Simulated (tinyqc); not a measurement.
Worked calculation: one-electron ion in a basis of Gaussians. Computed by tinyqc, a small Python program that keeps every step. Settings: Z = 6, l = 1. Command: `OMP_NUM_THREADS=1 python tinyqc.py 22784 22785 out.jsonl` (the two numbers bound the seeds that draw the settings). One thread of a shared host (Intel(R) Xeon(R) Processor @ 2.60GHz), about 0.01 s of CPU time with the checks.

## Matrices over normalised Gaussians

exponents of r^l exp(-a r^2) (1/bohr^2): 0.142700  0.446700  1.398000  4.378000  13.710000

Z = 6

l = 1

With p = a_i + a_j and I(k) = Gamma((k+1)/2) / (2 p^((k+1)/2)): S = I(2l+2), T = (2l+3) a_i a_j S / p, V = -Z I(2l+1), each divided by sqrt(S_ii S_jj).

S:
```
          1         2         3         4         5
1  1.000000  0.679359  0.255973  0.072308  0.018326
2  0.679359  1.000000  0.679461  0.255867  0.072275
3  0.255973  0.679461  1.000000  0.679181  0.255704
4  0.072308  0.255867  0.679181  1.000000  0.679188
5  0.018326  0.072275  0.255704  0.679188  1.000000
```

T (hartree):
```
          1         2         3          4          5
1  0.356750  0.367366  0.165721   0.049963   0.012941
2  0.367366  1.116750  1.150090   0.518567   0.156332
3  0.165721  1.150090  3.495000   3.598417   1.621982
4  0.049963  0.518567  3.598417  10.945000  11.268933
5  0.012941  0.156332  1.621982  11.268933  34.275000
```

V (hartree):
```
           1          2          3           4           5
1  -2.411249  -2.354072  -1.434062   -0.693910   -0.307856
2  -2.354072  -4.266169  -4.165263   -2.536670   -1.227390
3  -1.434062  -4.165263  -7.547161   -7.367401   -4.485975
4  -0.693910  -2.536670  -7.367401  -13.355739  -13.037684
5  -0.307856  -1.227390  -4.485975  -13.037684  -23.634628
```

## Generalised eigenproblem

H = T + V (hartree):
```
           1          2          3          4          5
1  -2.054499  -1.986705  -1.268341  -0.643947  -0.294915
2  -1.986705  -3.149419  -3.015173  -2.018103  -1.071058
3  -1.268341  -3.015173  -4.052161  -3.768985  -2.863993
4  -0.643947  -2.018103  -3.768985  -2.410739  -1.768751
5  -0.294915  -1.071058  -2.863993  -1.768751  10.640372
```

Solve H C = S C e through S^(-1/2); each column has its largest component positive (the first on a tie).

eigenvalues of S: 0.078559  0.244410  0.665239  1.481397  2.530395

eigenvalues (hartree): -4.493261  -1.986787  -1.026470  3.600871  26.796676

coefficients:
```
           1          2          3          4          5
1  -0.016060   0.518016  -1.348915   0.423163  -0.141214
2   0.199966   0.711997   1.611727  -1.176599   0.430011
3   0.645322  -0.513744  -0.581076   1.873018  -0.934514
4   0.266089  -0.176354  -0.168862  -1.401558   1.616579
5   0.060209  -0.038810  -0.039290  -0.032892  -1.509235
```

For Z = 6 and l = 1 the exact lowest level is -Z^2/(2 n^2) with n = l + 1: -4.500000 hartree.
